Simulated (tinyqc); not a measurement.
# Inputs raised by 5 %, one at a time

Model: spin coating of a resist or spin-on film: centrifugal thinning, evaporation and the final thickness (Emslie and Meyerhofer models). Computed by tinyqc, a small Python program. Command: `OMP_NUM_THREADS=1 python tinyqc.py 3111789 3111790 out.jsonl spincoat sens`. One thread of a shared host (Intel(R) Xeon(R) Processor @ 2.30GHz), about 0.3 s of CPU time with the checks.

A Newtonian film stays uniform over the wafer; solvent and solids have the same density and the concentration is uniform through the thickness.

Inputs (values chosen for the exercise, of the order of those of a polymer resist in an ester solvent):
```
quantity                                 value          unit
solids volume fraction c0                 0.12             -
kinematic viscosity of the solvent nu_s    2.4        mm^2/s
viscosity constant k                       640        mm^2/s
viscosity exponent gamma                   2.3             -
spin speed f                              3000           rpm
evaporation rate at 1000 rpm e0           0.14  micrometre/s
starting thickness h0                      300    micrometre
wafer radius R                              50            mm
shrinkage in the bake                       15             %
```

Method:
- omega = 2 pi f/60; nu(c) = nu_s + k c^gamma; evaporation rate e = e0 sqrt(f/1000 rpm).
- Flow constant K = 2 omega^2/(3 nu(c0)); Reynolds number of the air omega R^2/nu_air with nu_air = 15 mm^2/s.
- Meyerhofer estimate: flow rules until (1 - c0) K h^3 = e, then evaporation alone: h_w = (e/((1 - c0) K))^(1/3), dry film c0 h_w.
- Full model for solids s and liquid l per area, h = s + l, c = s/h: ds/dt = -c Q, dl/dt = -(1 - c) Q - e, Q = 2 omega^2 h^3/(3 nu(c)); integrated adaptively (relative tolerance 1e-9) until l = 0.
- Dry film = s at l = 0, before the bake; film after the bake = s x (1 - shrinkage).

Runs:
```
input moved                                       from     to  dry film (nm)  time to dry (s)  dry film, estimate (nm)  wet thickness h_w (micrometre)
base run                                             -      -         418.32           14.635                   374.86                          3.1238
solids volume fraction c0                         0.12  0.126         451.99           14.956                   404.70                          3.2119
kinematic viscosity of the solvent nu_s (mm^2/s)   2.4   2.52         420.01           14.701                   376.90                          3.1409
viscosity constant k (mm^2/s)                      640    672         423.52           14.810                   379.00                          3.1583
viscosity exponent gamma                           2.3  2.415         396.57           13.874                   355.78                          2.9648
spin speed f (rpm)                                3000   3150         408.24           13.938                   365.82                          3.0485
evaporation rate at 1000 rpm e0 (micrometre/s)    0.14  0.147         425.18           14.166                   381.00                          3.1750
starting thickness h0 (micrometre)                 300    315         418.32           14.635                   374.86                          3.1238
```

Exponents ln(y'/y) / ln(x'/x):
```
input                                    dry film  time to dry  dry film, estimate  wet thickness h_w
solids volume fraction c0                   1.587        0.445               1.570              0.570
kinematic viscosity of the solvent nu_s     0.083        0.092               0.112              0.112
viscosity constant k                        0.253        0.244               0.225              0.225
viscosity exponent gamma                   -1.094       -1.094              -1.071             -1.071
spin speed f                               -0.500       -1.000              -0.500             -0.500
evaporation rate at 1000 rpm e0             0.333       -0.667               0.333              0.333
starting thickness h0                       0.000        0.000               0.000              0.000
```

Among the inputs moved here: dry film answers most in size to solids volume fraction c0 (exponent +1.587), next to viscosity exponent gamma (-1.094); its exponent is below 0.0005 for starting thickness h0. Its exponent -0.500 in spin speed f: (e/omega^2)^(1/3) with e as sqrt(f). Its exponent +0.333 in evaporation rate at 1000 rpm e0: the cube root of the evaporation rate. Time to dry answers most in size to viscosity exponent gamma (exponent -1.094), next to spin speed f (-1.000); its exponent is below 0.0005 for starting thickness h0. dry film, estimate answers most in size to solids volume fraction c0 (exponent +1.570), next to viscosity exponent gamma (-1.071); its exponent is below 0.0005 for starting thickness h0. wet thickness h_w answers most in size to viscosity exponent gamma (exponent -1.071), next to solids volume fraction c0 (+0.570); its exponent is below 0.0005 for starting thickness h0.
